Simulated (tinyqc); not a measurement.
## Reverse leakage of an n+-p junction: diffusion, generation, trap-assisted and band-to-band tunnelling: leakage components against the reverse bias

One-sided abrupt junction in the depletion approximation, x from the junction (0) to W on the p side, field F = F0 (1 - x/W). Flat quasi-Fermi levels, long p side. Traps generate through SRH with both lifetimes shortened by 1 + Gamma (Hurkx enhancement, form for moderate fields); band-to-band generation is local and needs a total bending above Eg.

ni = sqrt(Nc Nv) exp(-Eg/(2 Vt)), Eg in volts; Vbi = Vt ln(Na Nd/ni^2); W = sqrt(2 eps0 eps_r (Vbi + VR)/(q Na)); F0 = 2 (Vbi + VR)/W; FG = sqrt(24 mt m0 (kB T)^3)/(q hbar); J_diff = q ni^2 sqrt(Dn/tau)(1 - exp(-VR/Vt))/Na. u = (Vbi + VR)(1 - x/W)^2, p = Na exp(-u/Vt), n = Nd exp((u - Vbi - VR)/Vt); G0 = ni^2 (1 - exp(-VR/Vt))/(tau (n + p + 2 ni cosh(Et/Vt))); Gamma = 2 sqrt(3 pi)(F/FG) exp((F/FG)^2); trap-assisted part G0 Gamma; G_bb = Ab F^2.5 exp(-Bb/F) with F in V/cm, zero unless Vbi + VR > Eg, and counted as zero under 1 cm^-3 s^-1. Currents are q times the integrals over 0 to W; J_bb under 1e-8 of J is printed as 0; rows with F0/FG above 2.2, beyond the range of this Gamma, are left out.

Parameters, values chosen for the exercise; band and dielectric values those of a made-up semiconductor:
```
symbol    value                 unit                                             meaning
T           300                    K                                         temperature
Eg         1.17                   eV                                            band gap
eps_r      11.9                                                    relative permittivity
Nc      3.09e19                cm^-3              conduction-band density of states at T
Nv      3.01e19                cm^-3                 valence-band density of states at T
Na       2.2e17                cm^-3                acceptor density of the lighter side
Nd         1e20                cm^-3                   donor density of the heavier side
tau        2e-7                    s         SRH lifetime of both carriers at zero field
Et        -0.09                   eV                trap level above the intrinsic level
mt         0.23                   m0                                     tunnelling mass
Dn           18               cm^2/s  electron diffusion coefficient on the lighter side
Ab       7.9e14  cm^-0.5 V^-2.5 s^-1                              band-to-band prefactor
Bb       2.04e7                 V/cm                         band-to-band field constant
```

Constants: q = 1.602176634e-19 C, kB = 1.380649e-23 J/K, hbar = 1.054571817e-34 J s, m0 = 9.1093837015e-31 kg, Vt = kB T/q, eps0 = 8.8541878128e-14 F/cm where lengths are in cm. Results are converted to the units shown.

Results:

| VR (V) | F0 (kV/cm) | F0/FG | J_diff (A/cm^2) | J_SRH (A/cm^2) | J_TAT (A/cm^2) | J_bb (A/cm^2) | J (A/cm^2) | largest part |
|---|---|---|---|---|---|---|---|---|
| 0.2 | 292 | 0.825 | 1.42e-13 | 2.24e-10 | 9.94e-10 | 0 | 1.22e-9 | trap-assisted tunnelling |
| 0.8 | 354 | 1.00 | 1.42e-13 | 4.80e-10 | 3.04e-9 | 0 | 3.52e-9 | trap-assisted tunnelling |
| 1.1 | 381 | 1.08 | 1.42e-13 | 5.86e-10 | 4.34e-9 | 0 | 4.92e-9 | trap-assisted tunnelling |
| 1.4 | 407 | 1.15 | 1.42e-13 | 6.83e-10 | 5.86e-9 | 0 | 6.54e-9 | trap-assisted tunnelling |
| 1.7 | 431 | 1.22 | 1.42e-13 | 7.72e-10 | 7.65e-9 | 0 | 8.42e-9 | trap-assisted tunnelling |
| 2 | 453 | 1.28 | 1.42e-13 | 8.56e-10 | 9.74e-9 | 1.39e-16 | 1.06e-8 | trap-assisted tunnelling |
| 2.3 | 475 | 1.34 | 1.42e-13 | 9.35e-10 | 1.22e-8 | 1.32e-15 | 1.31e-8 | trap-assisted tunnelling |
| 2.6 | 496 | 1.40 | 1.42e-13 | 1.01e-9 | 1.51e-8 | 9.58e-15 | 1.61e-8 | trap-assisted tunnelling |

Estimate the missing row, VR = 0.5 V.

Computed row:

| VR (V) | F0 (kV/cm) | F0/FG | J_diff (A/cm^2) | J_SRH (A/cm^2) | J_TAT (A/cm^2) | J_bb (A/cm^2) | J (A/cm^2) | largest part |
|---|---|---|---|---|---|---|---|---|
| 0.5 | 324 | 0.917 | 1.42e-13 | 3.61e-10 | 1.94e-9 | 0 | 2.30e-9 | trap-assisted tunnelling |

With this row back in the table: J rises from 1.22e-9 to 1.61e-8 A/cm^2. Trap-assisted tunnelling leads at VR = 0.2 and in all other rows. The ratio J_TAT/J_SRH goes from 4.44 to 15.0 as F0/FG goes from 0.825 to 1.40.

Range of the model: The n+ side is degenerate, so Vbi from Boltzmann statistics is only a guide.

Program tinyqc, `OMP_NUM_THREADS=1 python tinyqc.py 2290147 2290148 out.jsonl`; Intel Xeon 2.30GHz, shared host, one thread, about 0.01 s.
